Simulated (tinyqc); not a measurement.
# Diffused layer (complementary error function), carriers, mobility and sheet resistance: effect of the peak chemical concentration

An n-type layer from the surface x = 0 to the junction xj, N(x) = N0 erfc(x/Ld). Local neutrality (no depletion at surface or junction, no spilling of carriers), intrinsic carriers neglected, full ionisation of active dopants.

erfc(xj/Ld) = Nb/N0. Active dopant A = min(N, Ns); n = A - Nb; mobility mu = m1 + (m2 (T/300 K)^(-bt) - m1)/(1 + ((A + Nb)/Nr)^am). Dose = integral of N, carrier sheet density = integral of n, 1/Rs = q integral of n mu, mean mobility 1/(q Rs sheet density), Hall mobility (unit Hall factor) = integral of n mu^2 over integral of n mu, Hall sheet density = (integral of n mu)^2/integral of n mu^2; all from 0 to xj. Integrals on 4000 steps.

Parameters, values chosen for the exercise; values close to those of phosphorus in germanium over a p-type background: temperature T = 250 K; background doping of the opposite type Nb = 3e15 cm^-3; mobility limit at high doping m1 = 150 cm^2/(V s); mobility limit at low doping, at 300 K m2 = 3890 cm^2/(V s); reference doping of the mobility law Nr = 2.6e17 cm^-3; exponent of the mobility law am = 0.554; temperature exponent of m2 bt = 2; solubility limit of active dopant Ns = 5.11e19 cm^-3; diffusion length 2 sqrt(D t) Ld = 45 nm.

Constants: q = 1.602176634e-19 C. Results are converted to the units shown.

Results:
columns A: N0 (cm^-3); B: xj (nm); C: dose (cm^-2); D: carriers (cm^-2); E: Rs (ohm/square); F: mean mobility (cm^2/(V s)); G: Rs xj (ohm nm); H: Hall/true sheet density
```
A           B         C         D        E      F        G       H
6.7e16  63.85  1.665e11  1.474e11  1.021e4   4146  6.522e5  0.9960
1.8e17  76.18  4.538e11  4.310e11     4045   3580  3.082e5  0.9884
4.9e17  87.22  1.241e12  1.215e12     1771   2901  1.544e5  0.9726
3.7e18  106.6  9.391e12  9.359e12    422.1   1580  4.498e4  0.9101
9.9e18  115.0  2.513e13  2.510e13    225.4   1103  2.591e4  0.8718
2.7e19  123.0  6.855e13  6.851e13    120.8  753.9  1.486e4  0.8390
7.4e19  130.6  1.879e14  1.735e14    66.60  540.1     8698  0.8314
2e20    137.7  5.078e14  2.660e14    48.08  488.1     6622  0.8639
```

Estimate the missing row, N0 = 1.3e18 cm^-3.

Computed row:
columns A: N0 (cm^-3); B: xj (nm); C: dose (cm^-2); D: carriers (cm^-2); E: Rs (ohm/square); F: mean mobility (cm^2/(V s)); G: Rs xj (ohm nm); H: Hall/true sheet density
```
A           B         C         D      E     F        G       H
1.3e18  96.97  3.298e12  3.269e12  858.3  2225  8.323e4  0.9471
```

With this row back in the table: As N0 goes from 6.7e16 to 2e20, xj rises from 63.9 to 138 nm, Rs falls from 10200 to 48.1 ohm/square, the mean mobility falls from 4150 to 488 cm^2/(V s) and the share of the dose that conducts goes from 88.5 through a maximum of 99.9 (at N0 = 2.7e19 among the rows listed) to 52.4 %. Rs goes as dose^(-0.92) at the low end and dose^(-0.33) at the high end; constant mobility and activation would give -1. Above N0 = Ns = 5.11e19 cm^-3 added dopant only widens the clipped top. For N0 = 6.7e16, 1.8e17, 4.9e17 depletion at the junction, left out, would remove a tenth of the carriers or more.

Computed by the program tinyqc: `OMP_NUM_THREADS=1 python tinyqc.py 2110028 2110029 out.jsonl`, one thread of a shared Intel Xeon 2.30GHz, about 0.01 s for the whole run.
